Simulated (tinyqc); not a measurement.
# Gain factor and gap resistance from two string resistances

Inverse problem. At small bit-line voltage each of the 48 cells has the resistance 1/(K x) at overdrive x (no mobility reduction) in series with a gap resistance Rg. Find K, Rg and the share of the gaps at the higher overdrive.

resistance of a string of 48 equal cells at overdrives of 4 and 8.7 V (kohm): [1998, 1592.8276]

Answer. The resistance per cell is a straight line in 1/x with slope 1/K and intercept Rg.

K = 16.00 uA/V^2
Rg = 26.00 kohm
share of the gaps = 78.35 %

tinyqc, about 0.5 s, one thread, Intel Xeon 2.30GHz (shared host): `OMP_NUM_THREADS=1 python tinyqc.py 2142152 2142153 out.jsonl`
